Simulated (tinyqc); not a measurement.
Changing the crack length L: wafer bonding and layer transfer: bond energy, gap closing, particles, bonding of dissimilar wafers and hydrogen blisters. Computed by tinyqc, a small Python program. Command: `OMP_NUM_THREADS=1 python tinyqc.py 3020207 3020208 out.jsonl bond sweep`. One thread of a shared host (Intel(R) Xeon(R) Processor @ 2.30GHz), about 0.01 s of CPU time with the checks.

gamma is the energy per area of each of the two surfaces; plates are isotropic, and both wafers have E1 and t1.

Inputs (values chosen for the exercise, for model wafers):
```
quantity                    value        unit
Young's modulus E1            147         GPa
Poisson ratio nu             0.18           -
thickness t1                  525  micrometre
blade thickness t_b           150  micrometre
particle radius h            0.11  micrometre
radius of a shallow gap R     1.6          mm
half height of the gap h_g     36          nm
```

Pair: two equal wafers.

Method:
- Two cantilevers opened by t_b: gamma = 3 t_b^2 E1 t1^3 E2 t2^3/(16 L^4 (E1 t1^3 + E2 t2^3)).
- E' = E1/(1 - nu^2), equal wafers of thickness t1 assumed. A gap of radius R closes if h_g < h_c: h_c = R^2/sqrt((2/3) E' t1^3/gamma) for R > 2 t1 (plate bending), h_c = 3.6 sqrt(R gamma/E') for R < 2 t1 (local deformation).
- E' = E1/(1 - nu^2), equal wafers assumed. Void radius in the plate regime: R_v = [(2/3) E' t1^3/gamma]^(1/4) h^(1/2). Below h_crit = 5 sqrt(t1 gamma/E') the wafers deform locally and R_v is of the order of h (taken as h).

One run for each value:
```
crack length L (mm)  bond energy gamma (J/m^2)  void radius (micrometre)  closable height h_c (nm)
12                                      2.1638                1.1000e-01                    983.67
13                                      1.5710                1.1000e-01                    838.15
16                                      0.6847                1.1000e-01                    553.31
18                                      0.4274                1.1000e-01                    437.19
21                                      0.2307                1.1000e-01                    321.20
25                                      0.1149                1.1147e+03                    226.64
```

What does the table show, and why?

Over the rows, bond energy gamma (J/m^2) falls from 2.16 to 0.115 (exponent d ln y / d ln x about -4.0 throughout); void radius (micrometre) rises from 0.110 to 1110, flat over part of the range; closable height h_c (nm) falls from 984 to 227 (exponent d ln y / d ln x about -2.0 throughout). The exponent of bond energy gamma stays at -4: beam compliance goes as L^3.  Left out: 8.60, 10.0 (bond energy out of the physical range).
